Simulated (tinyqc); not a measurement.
# Worked calculation: drifting, spreading and decaying minority pulse (Haynes-Shockley), explicit time steps

Computed by the program tinyqc: `OMP_NUM_THREADS=1 python tinyqc.py 2310016 2310017 out.jsonl`, one thread of a shared Intel Xeon 2.30GHz, about 0.01 s for the whole run. Printed values are rounded.

Low injection in a uniform field: dn/dt = D d2n/dx2 - v dn/dx - n/tau with D = mu Vt and v = mu F towards +x. Exact solution on an infinite bar for a Gaussian start at x0: n = N0 exp(-t/tau) exp(-(x - x0 - v t)^2/(2 s^2))/sqrt(2 pi s^2), s^2 = s0^2 + 2 D t.

Parameters, values chosen for the exercise; mobility close to that of germanium at room temperature:
```
symbol,value,unit,meaning
T,350,K,temperature
mu,3860,cm^2/(V s),minority-carrier mobility
F,2.1,V/cm,sweep field along the drift
hx,270,um,mesh step
tau,8.7e-5,s,lifetime
N0,4e11,cm^-2,injected sheet density
dt,1.5e-6,s,time step
s0,260,um,initial width (standard deviation)
```

Constants: q = 1.602176634e-19 C, kB = 1.380649e-23 J/K, Vt = kB T/q. Results are converted to the units shown.

## Coefficients of the scheme

Exponentially fitted fluxes: d = F hx/Vt, B(d) = d/(exp(d) - 1), k = D dt/hx^2; (L n)_i = a n_(i-1) + b n_i + c n_(i+1) with a = k B(-d), c = k B(d), b = -a - c - dt/tau. Explicit steps keep n positive for dt up to 1/[(D/hx^2)(B(d) + B(-d)) + 1/tau].

D = 116.4202 cm^2/s
v = 8106 cm/s
d = 1.879932
a = 0.5314298
b = -0.6297676
c = 0.08109645
positivity limit of dt = 2.381831e-6 s

dt is 0.63 times the explicit limit. On this mesh the fitted flux acts like a diffusion coefficient (d/2) coth(d/2) D = 1.28 D for a travelling pulse, before the error of the time steps.

## Initial pulse

Nodes x_i = i hx, i = 1 to 10, n = 0 at nodes 0 and 11; the Gaussian at t = 0 with x0 = 4 hx.

| node | n at t = 0 (1e12 cm^-3) |
|---|---|
| 1 | 0.047912 |
| 2 | 0.710082 |
| 3 | 3.579518 |
| 4 | 6.137574 |
| 5 | 3.579518 |
| 6 | 0.710082 |
| 7 | 0.047912 |
| 8 | 0.001100 |
| 9 | 0.000009 |
| 10 | 0.000000 |

## Step 1: densities after a time step

(L n)_i = a n_(i-1) + b n_i + c n_(i+1), n = 0 beyond the ends. Explicit step: n(new) = n + L n.

| node | n at t = 1 dt (1e12 cm^-3) |
|---|---|
| 1 | 0.075324 |
| 2 | 0.578644 |
| 3 | 2.200348 |
| 4 | 4.464878 |
| 5 | 4.644528 |
| 6 | 2.169043 |
| 7 | 0.395186 |
| 8 | 0.025870 |
| 9 | 0.000588 |
| 10 | 0.000005 |

## Step 2: densities after a time step

As before.

| node | n at t = 2 dt (1e12 cm^-3) |
|---|---|
| 1 | 0.074813 |
| 2 | 0.432702 |
| 3 | 1.484234 |
| 4 | 3.199027 |
| 5 | 4.268225 |
| 6 | 3.303339 |
| 7 | 1.301103 |
| 8 | 0.219639 |
| 9 | 0.013966 |
| 10 | 0.000314 |

## Course in time

The same steps, now on nodes 1 to 60 (n = 0 at nodes 0 and 61), for 24 steps; centre = sum x n/sum n. Deviations are from the exact pulse, as a share of its largest value on the nodes; a run counts as stable if they stay under 100 %.

Course of the iteration:

| step | hx sum n (cm^-2) | centre (um) | most negative n (cm^-3), 0 if none | largest deviation (% of the peak) |
|---|---|---|---|---|
| 1 | 3.929691e11 | 1204.125 | 0 | 5.37 |
| 2 | 3.860289e11 | 1328.416 | 0 | 6.88 |
| 3 | 3.792094e11 | 1452.766 | 0 | 7.26 |
| 4 | 3.725338e11 | 1577.071 | 0 | 8.25 |
| 5 | 3.660030e11 | 1701.295 | 0 | 7.94 |
| 6 | 3.596108e11 | 1825.434 | 0 | 8.78 |
| 7 | 3.533494e11 | 1949.495 | 0 | 8.35 |
| 8 | 3.472118e11 | 2073.489 | 0 | 9.07 |
| 9 | 3.411919e11 | 2197.427 | 0 | 8.64 |
| ... | ... | ... | ... | ... |
| 16 | 3.020059e11 | 3064.146 | 0 | 9.32 |
| 17 | 2.967959e11 | 3187.901 | 0 | 9.32 |
| 18 | 2.916765e11 | 3311.650 | 0 | 9.34 |
| 19 | 2.866460e11 | 3435.393 | 0 | 9.43 |
| 20 | 2.817026e11 | 3559.132 | 0 | 9.37 |
| 21 | 2.768447e11 | 3682.867 | 0 | 9.50 |
| 22 | 2.720708e11 | 3806.600 | 0 | 9.40 |
| 23 | 2.673794e11 | 3930.331 | 0 | 9.52 |
| 24 | 2.627690e11 | 4054.060 | 0 | 9.43 |

The run is stable. After 24 steps the deviation is 9.4 % of the peak. From step 1 to the last the centre has moved at 1.02 v and the content is 0.64 % below N0 exp(-t/tau). On an endless mesh these steps would give a speed of 1.02 v and a content of 0.996 times the exact one, from dt/tau = 0.0172 alone; the rest comes from the absorbing ends.
